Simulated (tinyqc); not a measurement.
Which stress helps holes along [110]: six-band Luttinger-Kohn model with strain.

Six-band Luttinger-Kohn model in the basis |3/2,3/2>, |3/2,1/2>, |3/2,-1/2>, |3/2,-3/2>, |1/2,1/2>, |1/2,-1/2>, electron energies, zero at the top of the unstrained valence band. H = -[rows: (P+Q, -S, R, 0, -S/r2, r2 R); (-S*, P-Q, 0, R, -r2 Q, r32 S); (R*, 0, P-Q, S, r32 S*, r2 Q); (0, R*, S*, P+Q, -r2 R*, -S*/r2); (-S*/r2, -r2 Q, r32 S, -r2 R, P+Dso, 0); (r2 R*, r32 S*, r2 Q, -S/r2, 0, P+Dso)], r2 = sqrt(2), r32 = sqrt(3/2). Levels are twofold.

P = c g1 k^2 - av tr(e); Q = c g2 (kx^2 + ky^2 - 2 kz^2) - (b/2)(exx + eyy - 2 ezz); R = c sqrt3 [-g2 (kx^2 - ky^2) + 2i g3 kx ky] + (sqrt3/2) b (exx - eyy) - i d exy; S = 2 c sqrt3 g3 (kx - i ky) kz - d (exz - i eyz); c = hbar^2/2m0, e the strain tensor (not engineering shear).

s11 = (C11 + C12)/((C11 - C12)(C11 + 2 C12)), s12 = -C12/((C11 - C12)(C11 + 2 C12)), s44 = 1/C44; exx = s11 sxx + s12 (syy + szz) and cyclic, exy = s44 sxy/2; tension is positive. A uniaxial stress X along the unit vector n is s_ij = X n_i n_j.

Constants: hbar^2/2m0 = 3.80998211 eV angstrom^2.

Inputs chosen for the exercise (near those of Ge; not measured data): Dso = 0.291 eV (spin-orbit splitting); g1 = 13.46 (Luttinger gamma1); g2 = 4.19 (gamma2); g3 = 5.66 (gamma3); av = 1.27 eV (valence hydrostatic potential); b = -2.45 eV (tetragonal shear potential); d = -5.3 eV (trigonal shear potential); C11 = 124.9 GPa; C12 = 48.5 GPa; C44 = 68 GPa; X1 = 1.8 GPa (size of the stress).

Each load has size X1 (biaxial: sxx = syy); masses are curvatures of the top pair at k = 0.

Results:
```
load                         splitting (meV)  top edge (meV)  m [110]  m [001]
uniaxial [110], compression            101.2            46.4    0.035    0.147
uniaxial [110], tension                 77.0            56.6    0.286    0.049
uniaxial [100], compression            133.6            65.6    0.060    0.144
uniaxial [100], tension                 89.7            68.0    0.088    0.057
uniaxial [111], compression             90.6            39.8    0.046    0.074
uniaxial [111], tension                 68.5            50.8    0.128    0.074
biaxial (001), compression              89.7            37.1    0.057    0.197
biaxial (001), tension                 133.6            96.5    0.144    0.038
```

What does the comparison show, and why?

The lightest mass along [110] (0.035) comes with uniaxial [110], compression. The largest splitting (133.6 meV) comes with uniaxial [100], compression; biaxial (001), tension. The heaviest mass along [001] (0.197), which lowers the confinement energy in a (001) channel, comes with biaxial (001), compression. The splitting per GPa follows b (s11 - s12) for loads along cube axes and d s44 for [111]: here 2 |b| (s11 - s12) = 64.1 and |d| s44/sqrt3 = 45.0 meV per GPa in the limit of large Dso; where the splitting nears Dso, mixing with the split-off band makes it depend on the sign of the load.

(tinyqc, `OMP_NUM_THREADS=1 python tinyqc.py 1050082 1050083 out.jsonl`, Intel(R) Xeon(R) Processor @ 2.30GHz, 1 thread, shared host, about 0.05 s.)
